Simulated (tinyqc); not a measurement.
# Pinning factor and neutrality level from two metals

Question. On an oxide a metal of vacuum work function pM shows the effective value Phi + S (pM - Phi), with S = 1/(1 + 0.1 (eps_inf - 1)^2). Find S, Phi and eps_inf.

effective work functions for metals of 4.34 and 5.53 eV (eV): [4.3858526, 5.0302069]

Answer. The slope is S, and the point where both work functions agree is Phi.

S = 0.5415
Phi = 4.440 eV
eps_inf = 3.910

Numbers from tinyqc (`OMP_NUM_THREADS=1 python tinyqc.py 2410008 2410009 out.jsonl`; about 0.01 s on one thread of a shared Intel Xeon 2.30GHz).
